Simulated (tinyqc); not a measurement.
Stillinger-Weber potential for a tetrahedral semiconductor: one step, computed by the program tinyqc.

With x = r/sigma: pair term eps A (B x^-4 - 1) exp(1/(x - a)); for each pair of neighbours j, k of atom i, three-body term eps lambda exp(gamma/(x_ij - a) + gamma/(x_ik - a)) (cos theta_jik + 1/3)^2; both vanish beyond x = a. A = 7.049556277, B = 0.6022245584, a = 1.8.

Question. A trimer. Atom 1 binds atoms 2 and 3 at the angle theta; the third side follows from the cosine rule. Sum the three pair terms and the three-body terms centred on each atom.

Inputs (values chosen for the exercise, modelled on germanium):
```
quantity                    value      unit
energy scale eps             2.04        eV
length scale sigma          2.162  angstrom
three-body strength lambda   28.1         -
gamma                         1.1         -
bond 1 of the trimer         2.28  angstrom
bond 2 of the trimer          2.3  angstrom
angle of the trimer theta    96.6   degrees
```

Give: distance 2-3; pair terms; three-body term at atom 1; three-body terms at atoms 2 and 3; energy of the trimer.

Answer.

distance 2-3 = 3.420 angstrom

pair terms (eV): 1-2 -1.929, 1-3 -1.959, 2-3 -0.133

three-body term at atom 1 = 0.1403 eV

three-body terms at atoms 2 and 3 = 0.1963 eV

energy of the trimer = -3.685 eV

The cut-off is 3.892 angstrom, so atoms 2 and 3 interact directly.
